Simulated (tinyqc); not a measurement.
The width of the window: equation-of-state fits to an energy-volume table made by a known binding curve. Computed by tinyqc, a small Python program. Command: `OMP_NUM_THREADS=1 python tinyqc.py 3026915 3026916 out.jsonl eosfit walk`. One thread of a shared host (Intel(R) Xeon(R) Processor @ 2.30GHz), about 0.02 s of CPU time with the checks.

With x = (V/V_0)^(1/3), the energy per atom is E = D [exp(-2 eta (x - 1)) - 2 exp(-eta (x - 1))], so that B0 = 2 D eta^2/(9 V_0) and B' = 1 + eta. B' = dB/dP at P = 0.

Inputs (values chosen for the exercise, for a model crystal):

| quantity | value | unit |
|---|---|---|
| cohesive energy D | 3.46 | eV/atom |
| true volume V_0 | 36.5 | angstrom^3/atom |
| stiffness eta | 2.83 | - |
| shift of the window centre s | 0.023 | - |
| points N | 5 | - |
| compression V/V_0 for the pressure test | 0.85 | - |
| noise amplitude | 0.079 | meV |

Binding curve: Morse. Noise: added.

Constants: 1 eV/angstrom^3 = 160.2176634 GPa.

Method:
- B0 and B' from the formulas above; P = -dE/dV at V = c V_0 (c the compression chosen), from the curve itself.
- Table: V_j = V_0 [1 + s + w (2 j/(N - 1) - 1)], j = 0..N-1, rounded to 0.001; E_j from the curve plus the noise amplitude times the listed numbers xi_j (xi_0 first), rounded to 1e-7 eV.
- Murnaghan: E = E0 + (B0 V/B') [(V0/V)^B'/(B' - 1) + 1] - B0 V0/(B' - 1), P = (B0/B') [(V0/V)^B' - 1].
- Birch-Murnaghan: E = E0 + (9 V0 B0/16) [y^3 B' + y^2 (2 - 4 y)], y = (V0/V)^(2/3) - 1; P = (3 B0/2) (x^7 - x^5) [1 + (3/4)(B' - 4)(x^2 - 1)], x = (V0/V)^(1/3).
- Vinet: E = E0 + (9 B0 V0/h^2) {1 + [h (1 - x) - 1] exp(h (1 - x))}, P = 3 B0 (1 - x) x^-2 exp(h (1 - x)), x = (V/V0)^(1/3), h = (3/2)(B' - 1).
- All are least-squares fits to the energies; for polynomials in V, B0 = V E'' and B' = -1 - V E'''/E'' at the minimum.
- The table is made anew for each w.

numbers xi_j, drawn evenly from -1 to 1: 0.4896  0.1997  0.8642  0.4231  0.9752

exact B0 = 27.0305 GPa

exact B' = 3.83

Errors (%):

| w | B0, parabola | B0, cubic | B0, Murnaghan | B0, Birch-Murnaghan | B0, Vinet | B', Birch-Murnaghan |
|---|---|---|---|---|---|---|
| 0.03 | -9.923 | -0.080 | 0.590 | 0.506 | 0.448 | 0.207 |
| 0.05 | -9.820 | 0.067 | 0.227 | 0.214 | 0.199 | 0.815 |
| 0.08 | -8.929 | 0.742 | -0.083 | 0.053 | 0.096 | 0.703 |
| 0.12 | -6.863 | 2.286 | -0.509 | -0.079 | 0.068 | 0.544 |
| 0.16 | -3.868 | 4.546 | -1.044 | -0.213 | 0.075 | 0.368 |
| 0.22 | 2.472 | 9.411 | -2.070 | -0.458 | 0.112 | 0.054 |

What does the comparison show, and why?

The Birch-Murnaghan error of B0 is smallest among these at w = 0.08 (0.053 % in size); it is 0.506 % at the narrowest and 0.458 % at the widest. A narrow window magnifies the noise, since the energy range shrinks as w^2, and a wide one exposes the form. At the widest window the errors of B0 are +2.5 % for the parabola and +9.4 % for the cubic in V.

Extremes, crossings and ranges named in words are read from the listed rows.
